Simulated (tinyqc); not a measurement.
# Worked calculation: floating body of a partially depleted SOI transistor: body voltage and kink

Program tinyqc, `OMP_NUM_THREADS=1 python tinyqc.py 2182229 2182230 out.jsonl`; Intel Xeon 2.30GHz, shared host, one thread, about 0.2 s. Printed values are rounded.

Source at 0 V. Channel current Ic = 2 nf K Vt^2 [F(0) - F(Vd)](1 + la Vd), F(V) = ln^2(1 + exp((Vg - VT - nf V)/(2 nf Vt))), VT = VT0 - gb Vb. Saturation voltage Vs = 2 Vt sqrt(F(0)) + 3 Vt, excess Ve = (Vd - Vs + sqrt((Vd - Vs)^2 + 0.0004 V^2))/2, multiplication M1 = Ai Ve exp(-Bl/Ve). Each junction passes D(v) = J1 (exp(v/Vt) - 1) + J2 (exp(v/(2 Vt)) - 1). Bipolar current Ib = bb J1 (exp(Vb/Vt) - 1). The body settles where M1 (Ic + Ib) = D(Vb) + D(Vb - Vd) + Vb/Rb; drain current Id = (1 + M1)(Ic + Ib) - D(Vb - Vd).

Inputs (values chosen for the exercise); values of the order met in partially depleted silicon-on-insulator transistors:
```
symbol    value         unit                                                                                            meaning
T           300            K                                                                                        temperature
VT0        0.38            V                                                                     threshold at zero body voltage
gb         0.25                                                                  fall of the threshold per volt of body voltage
nf         1.24                                                                                                    slope factor
K           150  uA/(V^2 um)                                                                              gain factor per width
la          0.1          1/V                                                                   channel-length modulation factor
Ai         3.95          1/V                                                                        impact-ionisation prefactor
Bl          7.1            V                                                                          impact-ionisation voltage
J1      5.5e-12        uA/um                                                      diffusion saturation current of each junction
J2       2.4e-8        uA/um                                                  recombination saturation current of each junction
bb            0                                                 gain of the lateral bipolar transistor on the diffusion current
Rb          1e9      kohm um  resistance of a weak body tie to the source (1e9 stands for no tie, and the term is then dropped)
Vg         0.76            V                                                                                       gate voltage
Vd          1.5            V                                                                                      drain voltage
```

Constants: q = 1.602176634e-19 C, kB = 1.380649e-23 J/K, Vt = kB T/q. Results are converted to the units shown.

Range of the model: The multiplication law is an empirical form chosen for the exercise; self-heating and capacitive coupling to the body are left out, and the linear laws are rough once Vb passes about 0.7 V or M1 about 0.1.

## Starting value

Vb = 0.66 V.

Vb at the start = 0.66 V

## Iteration 1: new Vb

Current into the body I_in = M1 (Ic + Ib) - D(Vb - Vd), current out I_out = D(Vb) + Vb/Rb; f = ln(I_in/I_out), s = df/dVb by central differences over 1e-5 V, Vb(new) = Vb - f/s.

Ic = 20.66099 uA/um
Ve = 0.9830191 V
M1 = 0.002834022
I_in = 0.05855374 uA/um
I_out = 0.6811765 uA/um
f = -2.453876
s = -39.21208 1/V
Vb after iteration 1 = 0.5974204 V

## Iteration 2: new Vb

As before.

Ic = 19.49211 uA/um
Ve = 0.9956317 V
M1 = 0.003145404
I_in = 0.06131060 uA/um
I_out = 0.06228600 uA/um
f = -0.01578404
s = -38.60644 1/V
Vb after iteration 2 = 0.5970116 V

## Course of the iteration

Stop when the step is below 1e-10 V, or after 40 iterations.

Course of the iteration:
```
iteration  Vb before the step (V)  step (V)
1                            0.66   -0.0626
2                       0.5974204  -4.09e-4
3                       0.5970116  -3.36e-8
4                       0.5970115   < 1e-14
```

Converged in 4 iterations.

## Drain current with floating and with grounded body

converged Vb = 0.5970115 V

Id and VT at the converged Vb, Id at Vb = 0, their ratio, and the bipolar share Ib/(Ic + Ib).

VT = 0.2307471 V
Id, floating = 19.54592 uA/um
Id, grounded = 10.12943 uA/um
ratio = 1.929616
bipolar share = 0.000000 %

The body rises to 0.597 V and lowers the threshold by 149 mV.
